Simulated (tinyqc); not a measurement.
What each parameter does: delta-doped layer in the Thomas-Fermi potential.

All donors ionised in the plane z = 0, zero temperature, energies from the Fermi level EF of the Thomas-Fermi model, which lies at the bulk band edge; c = hbar^2/2m0, q = e^2/(4 pi eps0). Layer in a (001) plane: two valleys with m_z = ml, m_d = mt (unprimed) and four with m_z = mt, m_d = sqrt(ml mt) (primed); m3 = (ml mt^2)^(1/3), gv = 6. With n = (gv/3 pi^2)(m3 (-V)/c)^(3/2) and V'' = -(4 pi q/eps) n for z > 0, the solution is V = -b/(|z| + z0)^4 with sqrt(b) = 20/K, K = (4 pi q/eps)(gv/3 pi^2)(m3/c)^(3/2), and z0^5 = 4b/(e F0), e F0 = 2 pi q N/eps; 1e13/cm^2 = 1e-3/angstrom^2. Exchange and correlation are left out.

Subbands solve -(c/m_z) psi'' + V psi = E psi on 1280 points of spacing z0/80; up to ten levels for each group, kept if bound with an rms width below 2.5 z0.

Constants: hbar^2/2m0 = 3.80998211 eV angstrom^2; e^2/(4 pi eps0) = 14.39964547 eV angstrom.

Parameters, chosen for this exercise (near those of a delta-doped layer in Si; the results hold for these values, not for the real material):

| symbol | value | unit | meaning |
|---|---|---|---|
| ml | 0.896 | m0 | longitudinal mass |
| mt | 0.194 | m0 | transverse mass |
| eps | 11.8 |  | dielectric constant |
| N | 4.7 | x 1e13/cm^2 | donor sheet density |

z0, depth, lowest level and its rms width.

One parameter was then changed.

Results before and after:

| case | z0 (angstrom) | depth (eV) | lowest (eV) | rms z (angstrom) |
|---|---|---|---|---|
| base | 23.74 | 0.2139 | -0.0900 | 6.75 |
| changed | 22.26 | 0.2233 | -0.0916 | 6.61 |

Which of these changes was made? (a) eps = 10.6; (b) ml = 1.03 m0; (c) N = 2.82 x 1e13/cm^2; (d) mt = 0.165 m0.

Answer: (a) eps = 10.6. Of the candidates, run in turn, only this one gives the changed row.

All candidates:

| case | z0 (angstrom) | depth (eV) | lowest (eV) | rms z (angstrom) |
|---|---|---|---|---|
| base | 23.74 | 0.2139 | -0.0900 | 6.75 |
| N = 2.82 x 1e13/cm^2 | 26.29 | 0.1421 | -0.0562 | 8.30 |
| eps = 10.6 | 22.26 | 0.2233 | -0.0916 | 6.61 |
| ml = 1.03 m0 | 23.09 | 0.2080 | -0.0890 | 6.38 |
| mt = 0.165 m0 | 25.33 | 0.2282 | -0.1015 | 6.53 |

tinyqc: `OMP_NUM_THREADS=1 python tinyqc.py 1281711 1281712 out.jsonl`; about 0.2 s, one thread, shared Intel(R) Xeon(R) Processor @ 2.30GHz.
